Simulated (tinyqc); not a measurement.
Signal and retention of a DRAM cell: one step of the calculation.

A stored one starts at Vd and leaks: Cs dV/dt = -I(V), I = a sqrt((V + Vb)/(Vd + Vb)) + b, with a = Ig exp[-(Eg1 q/kB)(1/T - 1/T0)] (generation in a depletion layer) and b = Is exp[-(Es q/kB)(1/T - 1/T0)]. The bit line is precharged to Vd/2, and charge sharing gives the signal (V - Vd/2) Cs/(Cs + Cb).

Task. Retention time. With s = sqrt((Vc + Vb)/(Vd + Vb)), the time from Vd to Vc is t = [2 Cs (Vd + Vb)/a] [1 - s - (b/a) ln((a + b)/(a s + b))].

Inputs (values chosen for the exercise):
```
symbol,value,unit,meaning
Vd,1.1,V,array voltage
Cs,19,fF,cell capacitance
Vb,1.45,V,built-in plus back-bias voltage of the storage junction
Ig,0.85,fA,junction leakage at V = Vd and T0
Is,0.079,fA,voltage-independent leakage at T0
Es,0.44,eV,activation energy of Is
T0,358,K,reference temperature
T,328,K,temperature
Eg1,0.52,eV,activation energy of Ig
```

Constants: q = 1.602176634e-19 C, kB = 1.380649e-23 J/K. Results are converted to the units shown.

Vc = 0.826 V

Wanted: a; b; retention time; estimate with the current held at a + b.

Result.

a = 0.1819 fA
b = 0.02143 fA
retention time = 26.25 s
estimate with the current held at a + b = 25.60 s

Range of the model: Real arrays also hold a tail of unusually leaky cells and cells whose retention varies in time, which this model lacks.

tinyqc, about 0.01 s, one thread, Intel Xeon 2.30GHz (shared host): `OMP_NUM_THREADS=1 python tinyqc.py 2130141 2130142 out.jsonl`
